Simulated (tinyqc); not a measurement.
# Stillinger-Weber potential for a tetrahedral semiconductor, step by step

A worked calculation. Computed by tinyqc, a small Python program that keeps every step. Command: `OMP_NUM_THREADS=1 python tinyqc.py 3029369 3029370 out.jsonl swsi walk`. One thread of a shared host (Intel(R) Xeon(R) Processor @ 2.30GHz), about 0.04 s of CPU time with the checks. Intermediate numbers are printed to about 6 digits and carried at full precision; extremes and crossings named in words are read from the listed rows.

With x = r/sigma: pair term eps A (B x^-4 - 1) exp(1/(x - a)); for each pair of neighbours j, k of atom i, three-body term eps lambda exp(gamma/(x_ij - a) + gamma/(x_ik - a)) (cos theta_jik + 1/3)^2; both vanish beyond x = a. A = 7.049556277, B = 0.6022245584, a = 1.8.

Inputs (values chosen for the exercise, modelled on germanium):
```
quantity                    value      unit
energy scale eps            2.035        eV
length scale sigma          2.192  angstrom
three-body strength lambda   29.4         -
gamma                         1.3         -
bond 1 of the trimer         2.38  angstrom
bond 2 of the trimer         2.59  angstrom
angle of the trimer theta    98.7   degrees
```

displacement of one atom (angstrom): 0.19  0.11  -0.19

Constants: 1 eV/angstrom^3 = 160.2176634 GPa.

## A trimer

Atom 1 binds atoms 2 and 3 at the angle theta; the third side follows from the cosine rule. Sum the three pair terms and the three-body terms centred on each atom.

distance 2-3 = 3.77324 angstrom

pair terms (eV): 1-2 -2.00449, 1-3 -1.96774, 2-3 -0.00004

three-body term at atom 1 = 0.0392644 eV

three-body terms at atoms 2 and 3 = 1.33126e-06 eV

energy of the trimer = -3.93301 eV

The cut-off is 3.946 angstrom, so atoms 2 and 3 lie just inside it, where the terms are already negligible.

## The diamond lattice

All angles are tetrahedral, so only the pair term acts; its minimum lies at x = 2^(1/6) with depth eps, and second neighbours lie beyond the cut-off. a0 = 4 d/sqrt3; E = -2 eps per atom.

bond length d = 2.46044 angstrom

lattice constant a0 = 5.68214 angstrom

energy per atom = -4.07 eV

## Elastic constants and internal strain

Second derivatives of the energy per atom, volume a0^3/8: e_xx gives C11, e_xx = -e_yy gives 2 (C11 - C12), e_xy = e_yx = h/2 gives the unrelaxed C44(0). Under that shear the second sublattice shifts by u_z; minimising over u_z gives C44 = C44(0) - E_hu^2/(E_uu V) and Kleinman's zeta = |E_hu/E_uu|/(a0/4). The optical force constant is k = 4 E_uu, with M omega^2 = k at the zone centre.

C11 = 125.816 GPa

C12 = 61.7627 GPa

unrelaxed C44(0) = 90.2310 GPa

C44 = 47.7114 GPa

internal strain zeta = 0.617301

optical force constant k = 31.6582 eV/angstrom^2

Internal relaxation lowers C44 by 47 %. zeta = 1 would keep all bond lengths equal under shear and 0 would move atoms with the lattice; the value here is 0.62. Caution: the original fit to silicon is too soft in shear (C44) and too stiff for the optical mode.

## One atom displaced in the eight-atom cell

Cubic cell of side a0 with periodic images; atoms 1 to 4 at (0,0,0), (0,1/2,1/2), (1/2,0,1/2), (1/2,1/2,0), atoms 5 to 8 shifted by (1/4,1/4,1/4). Atom 5 is moved by u. Forces are minus the gradient of the total energy.

bond lengths from atom 5 to atoms 1 to 4 (angstrom): 2.53980  2.62776  2.53980  2.17851

rise of the pair energy = 0.608186 eV

three-body energy = 0.132743 eV

forces (eV/angstrom):
```
               x         y         z
atom 5  -3.43161  -2.56898   3.43161
atom 1   0.53608   0.45854  -0.07784
atom 2   0.81887  -0.32625  -0.81887
atom 3   0.07784   0.45854  -0.53608
atom 4   2.11350   2.06358  -2.11350
```

Bond bending carries 18 % of the energy rise. The four neighbours take up a total force of 5.674 against 5.491 eV/angstrom on atom 5; the difference acts on atoms 6 to 8.

## Diamond against structures with more neighbours

Each structure is relaxed in its neighbour distance d (lowest minimum for d between sigma and 1.7 sigma), with all neighbours inside the cut-off, second shells too where they fall inside.

Energies per atom (eV):
```
structure     first neighbours  d (angstrom)      pair  three-body     total  volume (angstrom^3)
diamond                      4       2.46044  -4.07000     0.00000  -4.07000              22.9321
simple cubic                 6       2.74448  -5.23822     1.38736  -3.85087              20.6720
bcc                          8       2.92126  -6.29749     2.18315  -4.11434              19.1906
fcc                         12       3.05149  -6.22670     2.17624  -4.05046              20.0919
```

The order is bcc < diamond < fcc < simple cubic, the lowest two 0.044 eV apart. Against diamond the pair energy changes by -1.17 (simple cubic), -2.23 (bcc), -2.16 (fcc) eV, while angles away from 109.47 degrees cost 1.39, 2.18, 2.18 eV; the bonds stretch to 3.05 angstrom in fcc to weaken that penalty. With lambda = 29.4 and gamma = 1.3 (21 and 1.2 in the original fit to silicon) the three-body term, which a larger gamma damps, does not keep diamond lowest, unlike the element itself.

Checks made by the program: lattice sum at a0 (relative difference below 1e-10); B from the pair term alone, phi''(d)/(3 a0), against (C11 + 2 C12)/3 (relative difference 5e-07).
